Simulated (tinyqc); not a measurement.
Tight binding, dimerised chain, step by step. One step of it, computed by the program tinyqc.

Task: Open chain of 5 cells. The same hoppings without the wrap-around bond.

H of the open chain (eV), lower triangle:
```
            1          2          3          4          5          6          7          8
1    0.350000
2   -1.380000  -0.350000
3    0.000000  -0.800000   0.350000
4    0.000000   0.000000  -1.380000  -0.350000
5    0.000000   0.000000   0.000000  -0.800000   0.350000
6    0.000000   0.000000   0.000000   0.000000  -1.380000  -0.350000
7    0.000000   0.000000   0.000000   0.000000   0.000000  -0.800000   0.350000
8    0.000000   0.000000   0.000000   0.000000   0.000000   0.000000  -1.380000  -0.350000
9    0.000000   0.000000   0.000000   0.000000   0.000000   0.000000   0.000000  -0.800000
10   0.000000   0.000000   0.000000   0.000000   0.000000   0.000000   0.000000   0.000000

            9         10
9    0.350000
10  -1.380000  -0.350000
```

Give: levels; weights of the highest filled level on the sites.

Result:

levels (eV): -2.1309  -1.9088  -1.5703  -1.1713  -0.8200  0.8200  1.1713  1.5703  1.9088  2.1309

weights of the highest filled level on the sites: 0.0549  0.0395  0.0827  0.1289  0.0813  0.2024  0.0518  0.2059  0.0159  0.1368

The bulk gap runs from -0.6774 to 0.6774 eV; no level of this chain lies inside it.
